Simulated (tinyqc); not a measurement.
Octagonal on-chip spiral inductor, lumped pi model: one step of the calculation.

Outer diameter do = di + 2 n wd + 2 (n - 1) sp, mean da = (do + di)/2, fill p = (do - di)/(do + di), length l = 3.314 n da. L = 2.25 mu0 n^2 da/(1 + 3.55 p), mu0 = 4 pi 1e-7 H/m. Rs = rho l/(wd delta (1 - exp(-th/delta))), delta = sqrt(rho/(pi f mu0)). Cs = n wd^2 eps0 eo/hu across the coil. At each end Cox = l wd eps0 eo/(2 ho) leads to the substrate branch Rsi = 2 rs he/(l wd) in parallel with Csi = l wd eps0 11.7/(2 he). With one end grounded Y = 1/(Rs + i w L) + i w Cs + 1/[1/(i w Cox) + 1/(1/Rsi + i w Csi)], w = 2 pi f; Q = -Im Y/Re Y. Eddy currents in neighbouring turns and in the substrate are left out.

Question. Admittance, quality factor and apparent inductance. Series branch 1/(Rs + i w L), substrate branch, total Y, Q = -Im Y/Re Y, apparent inductance Im(1/Y)/w, metal-only value w L/Rs, share of the loss in the substrate Re(substrate branch)/Re Y.

Inputs (values chosen for the exercise):

| symbol | value | unit | meaning |
|---|---|---|---|
| f | 3.1 | GHz | frequency |

L = 0.75225989 nH
Rs = 0.84522253 ohm
Cs = 22.135470 fF
Cox = 69.994753 fF
Rsi = 632.48940 ohm
Csi = 32.757544 fF

Wanted: series branch; substrate branch; Y; Q; apparent inductance; w L/Rs; share of the loss in the substrate.

Answer.

series branch = 3.92-68.02i mS
substrate branch = 0.4517+0.7915i mS
Y = 4.38-66.80i mS
Q = 15.27
apparent inductance = 0.7653 nH
w L/Rs = 17.34
share of the loss in the substrate = 10.32 %

Q is 88.1 % of the metal-only value.

Numbers from tinyqc (`OMP_NUM_THREADS=1 python tinyqc.py 2302126 2302127 out.jsonl`; about 0.01 s on one thread of a shared Intel Xeon 2.30GHz).
